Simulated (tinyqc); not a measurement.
# Slope factor and drain-induced lowering from three currents

Question. With source and body at 0 V, I = A exp((Vg + dd Vd)/(nf Vt)) (1 - exp(-Vd/Vt)). Find nf, the swing nf Vt ln 10 and dd.

Inputs (values chosen for the exercise):
```
symbol,value,unit,meaning
T,330,K,temperature
```

Constants: q = 1.602176634e-19 C, kB = 1.380649e-23 J/K, Vt = kB T/q. Results are converted to the units shown.

currents at (Vg, Vd) = (0, 0.05), (0, 1) and (0.08, 1) V (nA/um): [0.0075764005, 0.048644741, 0.36284802]

Solution. The pair at equal Vd gives nf; the pair at equal Vg, after dividing out the factors 1 - exp(-Vd/Vt), gives dd.

nf = 1.40
swing = 91.7 mV/decade
dd = 0.0700

Program tinyqc, `OMP_NUM_THREADS=1 python tinyqc.py 2242073 2242074 out.jsonl`; Intel Xeon 2.30GHz, shared host, one thread, about 0.03 s.
